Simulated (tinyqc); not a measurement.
Inside a calculation. Model: minority carriers and saturation current of a heavily doped emitter.

Computed by the program tinyqc: `OMP_NUM_THREADS=1 python tinyqc.py 2330060 2330061 out.jsonl`, one thread of a shared Intel Xeon 2.30GHz, about 0.01 s for the whole run. Printed values are rounded.

n-type, parabolic bands, full ionisation. eta = (EF - Ec)/kB T solves N = Nc F12(eta), F12(x) = (2/sqrt(pi)) int_0^infinity sqrt(u)/(1 + exp(u - x)) du. The gap shrinks rigidly by dEg = E1 [ln(N/N0) + sqrt(ln^2(N/N0) + 0.5)], an empirical law that is here taken as the true narrowing.

Inputs (values chosen for the exercise); band and dielectric values close to those of silicon: temperature T = 300 K; band gap Eg = 1.12 eV; conduction-band density of states at 300 K Nc = 2.77e19 cm^-3; valence-band density of states at 300 K Nv = 2.66e19 cm^-3; ionised donor density N = 6.6e19 cm^-3; energy of the narrowing law E1 = 9 meV; density of the narrowing law N0 = 1.5e17 cm^-3; minority-hole mobility mup = 120 cm^2/(V s); Auger coefficient Cn = 2.6e-31 cm^6/s; defect lifetime ts = 2.6 us; emitter width W = 93 nm; recombination velocity at the contact S = 1000 cm/s.

Constants: q = 1.602176634e-19 C, kB = 1.380649e-23 J/K, Vt = kB T/q. Results are converted to the units shown.

Range of the model: Band tails, non-parabolic bands and incomplete ionisation are left out.

## Iteration 1: Fermi level

eta at the start (Boltzmann value) = 0.8682

Newton step on ln F12(eta) = ln(N/Nc): eta(new) = eta - ln(Nc F12/N) F12/Fm, Fm(x) = dF12/dx = (1/sqrt(pi)) int_0^infinity u^(-1/2)/(1 + exp(u - x)) du.

F12 = 1.44414
Fm = 0.968442
eta after iteration 1 = 1.61486

## Course of the iteration

Stop when eta changes by less than 1e-9.

Course of the iteration:
```
iteration,eta,change
1,1.61486,0.747
2,1.68384,0.0690
3,1.68439,5.58e-4
4,1.68439,3.62e-8
5,1.68439,0
```

Converged in 5 iterations.

## Effective intrinsic density

converged eta = 1.68439

ni = sqrt(Nc Nv) exp(-Eg/(2 Vt)), Eg in volts; degeneracy factor g = F12(eta) exp(-eta); nie^2 = ni^2 exp(dEg/kB T) g, p0 = nie^2/N; apparent narrowing dEg + kB T ln g.

ni = 1.06193e10 cm^-3
dEg = 109.930 meV
g = 0.442121
apparent narrowing = 88.8307 meV
nie = 5.91888e10 cm^-3
p0 = 53.0806 cm^-3

Narrowing multiplies p0 by 70.3 and degeneracy by 0.442.

## Saturation current

1/tau = Cn N^2 + 1/ts, D = mup Vt, L = sqrt(D tau); J0 = (q p0 D/L)(s + tanh(W/L))/(1 + s tanh(W/L)), s = S L/D; the share recombining inside is 1 - 1/[cosh(W/L)(1 + tanh(W/L)/s)].

tau = 0.882656 ns
L = 523.279 nm
s = 0.0168678
J0 = 96.8914 fA/cm^2
share recombining inside = 91.3851 %

Most holes recombine inside, since the contact is well passivated.
